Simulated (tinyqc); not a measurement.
Inside a calculation. Method: empirical pseudopotential in a few plane waves. One step of it, computed by the program tinyqc.

Question. Bloch Hamiltonian at k. Basis: the 15 shortest G (labels in 2 pi/a), the same at every k. H(G,G') = c |k + G|^2 delta + VS(|G-G'|^2) cos((G-G').tau) + i VA sin((G-G').tau), tau = a/8 (1,1,1); 1 Ry = 13.605693 eV.

Parameters chosen for this model: fcc lattice, atoms at +/- a/8 (1,1,1); form factors in rydberg at |G|^2 in units of (2 pi/a)^2:
```
parameter,value,unit
a,5.790000,angstrom
VS(3),-0.217000,Ry
VS(8),0.054000,Ry
VS(11),0.062000,Ry
VA(3),0,Ry
VA(4),0,Ry
VA(11),0,Ry
hbar^2/2m (2 pi/a)^2,4.486685,eV
```

k point k (2 pi / a): -0.400000  0.160000  -0.390000

Give: H(k) at k.

Answer.

H(k) at k (eV), lower triangle:
```
,+0+0+0,-1-1-1,-1-1+1,-1+1-1,-1+1+1,+1-1-1,+1-1+1,+1+1-1,+1+1+1,-2+0+0,+0-2+0,+0+0-2,+0+0+2,+0+2+0,+2+0+0
+0+0+0,1.5152
-1-1-1,2.0877,20.6284
-1-1+1,-2.0877,0.0000,13.6292
-1+1-1,-2.0877,0.0000,0.7347,23.4999
-1+1+1,-2.0877,-0.7347,0.0000,0.0000,16.5007
+1-1-1,-2.0877,0.0000,0.7347,0.7347,0.0000,13.4497
+1-1+1,-2.0877,-0.7347,0.0000,0.0000,0.7347,0.0000,6.4505
+1+1-1,-2.0877,-0.7347,0.0000,0.0000,0.7347,0.0000,0.7347,16.3212
+1+1+1,2.0877,0.0000,-0.7347,-0.7347,0.0000,-0.7347,0.0000,0.0000,9.3220
-2+0+0,0.0000,-2.0877,-2.0877,-2.0877,2.0877,0.5965,-0.5965,-0.5965,-0.5965,26.6406
+0-2+0,0.0000,-2.0877,-2.0877,0.5965,-0.5965,-2.0877,2.0877,-0.5965,-0.5965,0.7347,16.5904
+0+0-2,0.0000,-2.0877,0.5965,-2.0877,-0.5965,-2.0877,-0.5965,2.0877,-0.5965,0.7347,0.7347,26.4611
+0+0+2,0.0000,-0.5965,2.0877,-0.5965,-2.0877,-0.5965,-2.0877,0.5965,-2.0877,-0.7347,-0.7347,0.0000,12.4627
+0+2+0,0.0000,-0.5965,-0.5965,2.0877,-2.0877,-0.5965,0.5965,-2.0877,-2.0877,-0.7347,0.0000,-0.7347,0.7347,22.3334
+2+0+0,0.0000,-0.5965,-0.5965,-0.5965,0.5965,2.0877,-2.0877,-2.0877,-2.0877,0.0000,-0.7347,-0.7347,0.7347,0.7347,12.2832
```
